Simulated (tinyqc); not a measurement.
MP2 on RHF in the sto-3g basis, frozen core, for BeH2, spin multiplicity 1, step by step. One step of it, computed by the program tinyqc.

Task: Integrals over molecular orbitals. (pq|rs) = sum C_ip C_jq C_kr C_ls (ij|kl), one index at a time.

coefficients C, order 1Be 1s, 1Be 2s, 1Be 2px, 1Be 2py, 1Be 2pz, 2H 1s, 3H 1s:
$$\begin{pmatrix}
0.991760 & -0.222034 & 0.001126 & 0.000000 & 0.000000 & -0.221212 & -0.000251 \\
0.031782 & 0.564088 & -0.003229 & 0.000000 & 0.000000 & 1.204088 & 0.003060 \\
0.000000 & 0.000000 & 0.000000 & 0.906026 & 0.423222 & 0.000000 & 0.000000 \\
-0.000001 & 0.002689 & 0.502127 & 0.000000 & 0.000000 & -0.001374 & 1.416518 \\
0.000000 & 0.000000 & 0.000000 & -0.423222 & 0.906026 & 0.000000 & 0.000000 \\
-0.003052 & 0.396015 & 0.405795 & 0.000000 & 0.000000 & -0.806000 & -1.002095 \\
-0.003067 & 0.391611 & -0.410196 & 0.000000 & 0.000000 & -0.807782 & 0.998119
\end{pmatrix}$$

core Hamiltonian H = T + V (hartree), order 1Be 1s, 1Be 2s, 1Be 2px, 1Be 2py, 1Be 2pz, 2H 1s, 3H 1s:
$$\begin{pmatrix}
-8.643607 & -2.133770 & 0.000000 & -0.000051 & 0.000000 & -0.550959 & -0.548528 \\
-2.133770 & -2.831270 & 0.000000 & -0.000240 & 0.000000 & -1.260537 & -1.257628 \\
0.000000 & 0.000000 & -2.287505 & 0.000000 & 0.000000 & 0.000000 & 0.000000 \\
-0.000051 & -0.000240 & 0.000000 & -2.515476 & 0.000000 & -1.307130 & 1.305051 \\
0.000000 & 0.000000 & 0.000000 & 0.000000 & -2.287505 & 0.000000 & 0.000000 \\
-0.550959 & -1.260537 & 0.000000 & -1.307130 & 0.000000 & -2.203575 & -0.119184 \\
-0.548528 & -1.257628 & 0.000000 & 1.305051 & 0.000000 & -0.119184 & -2.201405
\end{pmatrix}$$

Two-electron integrals (ij|kl) in chemists' order, unique and non-zero (hartree):
```
(11|11) 2.298831    (21|11) 0.392036    (21|21) 0.079539    (22|11) 0.570988
(22|21) 0.143041    (22|22) 0.417683    (31|31) 0.014607    (32|31) 0.021888
(32|32) 0.092265    (33|11) 0.569578    (33|21) 0.143083    (33|22) 0.417589
(33|33) 0.449859    (41|41) 0.014607    (42|41) 0.021888    (42|42) 0.092265
(43|43) 0.024249    (44|11) 0.569578    (44|21) 0.143083    (44|22) 0.417589
(44|33) 0.401360    (44|44) 0.449859    (51|51) 0.014607    (52|51) 0.021888
(52|52) 0.092265    (53|53) 0.024249    (54|54) 0.024249    (55|11) 0.569578
(55|21) 0.143083    (55|22) 0.417589    (55|33) 0.401360    (55|44) 0.401360
(55|55) 0.449859    (61|11) 0.098961    (61|21) 0.020061    (61|22) 0.036340
(61|33) 0.036075    (61|41) 0.001798    (61|42) 0.003363    (61|44) 0.036890
(61|55) 0.036075    (61|61) 0.005313    (62|11) 0.220247    (62|21) 0.055876
(62|22) 0.175311    (62|33) 0.168906    (62|41) 0.007348    (62|42) 0.043343
(62|44) 0.187963    (62|55) 0.168906    (62|61) 0.015574    (62|62) 0.105746
(63|31) 0.005378    (63|32) 0.024525    (63|43) 0.007697    (63|63) 0.010307
(64|11) 0.229402    (64|21) 0.058952    (64|22) 0.194105    (64|33) 0.182618
(64|41) 0.012036    (64|42) 0.067791    (64|44) 0.216879    (64|55) 0.182618
(64|61) 0.017255    (64|62) 0.133721    (64|64) 0.175562    (65|51) 0.005378
(65|52) 0.024525    (65|54) 0.007697    (65|65) 0.010307    (66|11) 0.385198
(66|21) 0.099544    (66|22) 0.348191    (66|33) 0.322888    (66|41) 0.016084
(66|42) 0.119743    (66|44) 0.398518    (66|55) 0.322888    (66|61) 0.028622
(66|62) 0.261829    (66|64) 0.352847    (66|66) 0.774606    (71|11) 0.098520
(71|21) 0.019972    (71|22) 0.036180    (71|33) 0.035916    (71|41) -0.001790
(71|42) -0.003348   (71|44) 0.036727    (71|55) 0.035916    (71|61) 0.004820
(71|62) 0.013077    (71|64) 0.013237    (71|66) 0.022920    (71|71) 0.005265
(72|11) 0.219676    (72|21) 0.055734    (72|22) 0.174916    (72|33) 0.168520
(72|41) -0.007329   (72|42) -0.043266   (72|44) 0.187551    (72|55) 0.168520
(72|61) 0.013101    (72|62) 0.057054    (72|64) 0.057056    (72|66) 0.104984
(72|71) 0.015466    (72|72) 0.105346    (73|31) 0.005359    (73|32) 0.024452
(73|43) -0.007679   (73|63) 0.004515    (73|73) 0.010255    (74|11) -0.228957
(74|21) -0.058840   (74|22) -0.193789   (74|33) -0.182321   (74|41) 0.012002
(74|42) 0.067664    (74|44) -0.216528   (74|55) -0.182321   (74|61) -0.013271
(74|62) -0.057106   (74|64) -0.054458   (74|66) -0.103081   (74|71) -0.017145
(74|72) -0.133287   (74|74) 0.175066    (75|51) 0.005359    (75|52) 0.024452
(75|54) -0.007679   (75|65) 0.004515    (75|75) 0.010255    (76|11) 0.020248
(76|21) 0.005005    (76|22) 0.014073    (76|33) 0.013848    (76|41) -4.22e-07
(76|42) -3.24e-06   (76|44) 0.014517    (76|55) 0.013848    (76|61) 0.001277
(76|62) 0.006063    (76|64) 0.006823    (76|66) 0.012376    (76|71) 0.001271
(76|72) 0.006053    (76|74) -0.006818   (76|76) 0.000483    (77|11) 0.384660
(77|21) 0.099408    (77|22) 0.347866    (77|33) 0.322585    (77|41) -0.016045
(77|42) -0.119620   (77|44) 0.398149    (77|55) 0.322585    (77|61) 0.022992
(77|62) 0.105139    (77|64) 0.103145    (77|66) 0.194086    (77|71) 0.028454
(77|72) 0.261284    (77|74) -0.352277   (77|76) 0.012376    (77|77) 0.774606
```

Give: one-electron integrals over orbitals h = C^T H C; Two-electron integrals over orbitals.

Result:

one-electron integrals over orbitals h = C^T H C (hartree):
$$\begin{pmatrix}
-8.632 & 0.222 & -0.001 & 0.000 & 0.000 & 0.196 & 0.000 \\
0.222 & -2.439 & 0.000 & 0.000 & 0.000 & -0.184 & -0.001 \\
-0.001 & 0.000 & -2.398 & 0.000 & 0.000 & 0.002 & -0.287 \\
0.000 & 0.000 & 0.000 & -2.288 & 0.000 & 0.000 & 0.000 \\
0.000 & 0.000 & 0.000 & 0.000 & -2.288 & 0.000 & 0.000 \\
0.196 & -0.184 & 0.002 & 0.000 & 0.000 & -1.914 & 0.000 \\
0.000 & -0.001 & -0.287 & 0.000 & 0.000 & 0.000 & -1.814
\end{pmatrix}$$

Two-electron integrals over orbitals (pq|rs), unique and non-zero (hartree); the lowest 1 orbital is frozen and left out:
```
(22|22) 0.395       (32|22) 1.93e-03    (32|32) 0.164       (33|22) 0.408
(33|32) -1.60e-03   (33|33) 0.431       (42|42) 0.049       (43|42) -1.77e-04
(43|43) 0.014       (44|22) 0.367       (44|32) 9.27e-06    (44|33) 0.354
(44|44) 0.450       (52|52) 0.049       (53|52) -1.77e-04   (53|53) 0.014
(54|54) 0.024       (55|22) 0.367       (55|32) 9.27e-06    (55|33) 0.354
(55|44) 0.401       (55|55) 0.450       (62|22) -0.023      (62|32) -5.75e-04
(62|33) -0.046      (62|44) 0.055       (62|55) 0.055       (62|62) 0.078
(63|22) -9.49e-04   (63|32) -0.094      (63|33) 1.26e-03    (63|44) -4.58e-04
(63|55) -4.58e-04   (63|62) -1.80e-04   (63|63) 0.084       (64|42) 0.047
(64|43) -2.75e-04   (64|64) 0.051       (65|52) 0.047       (65|53) -2.75e-04
(65|65) 0.051       (66|22) 0.394       (66|32) -2.90e-04   (66|33) 0.405
(66|44) 0.365       (66|55) 0.365       (66|62) -0.034      (66|63) 4.38e-04
(66|66) 0.409       (72|22) -5.86e-04   (72|32) -0.043      (72|33) 2.39e-04
(72|44) 3.51e-04    (72|55) 3.51e-04    (72|62) 7.55e-04    (72|63) 0.061
(72|66) -8.15e-05   (72|72) 0.057       (73|22) -4.65e-03   (73|32) -1.18e-05
(73|33) -0.020      (73|44) 0.061       (73|55) 0.061       (73|62) 0.074
(73|63) -7.48e-04   (73|66) -0.025      (73|72) 3.08e-04    (73|73) 0.083
(74|42) 1.53e-04    (74|43) 0.014       (74|64) 5.61e-05    (74|74) 0.017
(75|52) 1.53e-04    (75|53) 0.014       (75|65) 5.61e-05    (75|75) 0.017
(76|22) 1.56e-03    (76|32) 0.142       (76|33) -1.57e-03   (76|44) 1.97e-05
(76|55) 1.97e-05    (76|62) -4.45e-04   (76|63) -0.095      (76|66) -3.84e-04
(76|72) -0.054      (76|73) 9.87e-05    (76|76) 0.140       (77|22) 0.424
(77|32) 5.36e-04    (77|33) 0.443       (77|44) 0.389       (77|55) 0.389
(77|62) -0.034      (77|63) -1.44e-04   (77|66) 0.432       (77|72) -3.46e-04
(77|73) -0.009      (77|76) 3.47e-04    (77|77) 0.484
```
